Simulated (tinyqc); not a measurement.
Worked calculation: coupled-perturbed Hartree-Fock on RHF in the sto-6g basis, for BeH2, spin multiplicity 1. One step of it, computed by the program tinyqc.

Question. Response to a field: uncoupled start. Field along y; U_ai = -mu_ai / (e_a - e_i), alpha = -4 sum U_ai mu_ai.

orbital energies (hartree): MO1 -4.603006, MO2 -0.419147, MO3 -0.377681, MO4 0.210152, MO5 0.210152, MO6 0.354763, MO7 0.695783

dipole integrals <a|y|i> (bohr), order a4, a5, a6, a7:
$$\begin{pmatrix}
0.000000 & 0.000000 & 0.000000 \\
0.000000 & 0.000000 & 0.000000 \\
0.000000 & 0.000000 & -1.350828 \\
0.133855 & -0.704135 & 0.000000
\end{pmatrix}$$

Give: uncoupled U; uncoupled polarisability.

Answer.

uncoupled U, order a4, a5, a6, a7:
$$\begin{pmatrix}
0.0000 & 0.0000 & 0.0000 \\
0.0000 & 0.0000 & 0.0000 \\
0.0000 & 0.0000 & 1.8443 \\
-0.0253 & 0.6316 & 0.0000
\end{pmatrix}$$

uncoupled polarisability = 11.7575 bohr^3
